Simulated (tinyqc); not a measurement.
Self-heating of a transistor with one or more fingers, with temperature-dependent conductivity: one step, computed by the program tinyqc. Command: `OMP_NUM_THREADS=1 python tinyqc.py 3014983 3014984 out.jsonl selfheat walk`. One thread of a shared host (Intel(R) Xeon(R) Processor @ 2.30GHz), about 0.08 s of CPU time with the checks.

N long parallel fingers lie on the top face of a slab whose bottom is held at T_0; the top is otherwise insulated, and heat flows in two dimensions. P in W/mm is 1000 P in W/m.

Problem. Extra rise from ballistic phonons. Near a source smaller than the free path, Fourier's law overstates the flow. Rough estimate: a strip that emits phonons into a half space adds a resistance times area of 4 Lambda/(3 kappa_0), from the ballistic flux C v Delta T/4 with kappa_0 = C v Lambda/3, so Delta T_b = 4 Lambda P/(3 kappa_0 w); Knudsen number Lambda/w.

Inputs (values chosen for the exercise, modelled on indium phosphide):
```
quantity                                      value        unit
conductivity at the base temperature kappa_0   66.6     W/(m K)
power per gate width P                         0.58        W/mm
width of the heat source w                      0.2  micrometre
phonon free path Lambda                          92          nm
```

Power: fixed power.

largest theta = 38.29543 K

Give: Knudsen number; ballistic rise Delta T_b; Delta T_b / largest theta.

Solution.

Knudsen number = 0.46

ballistic rise Delta T_b = 5.341 K

Delta T_b / largest theta = 0.1395

By this estimate the ballistic term is at most a fifth of the Fourier rise.
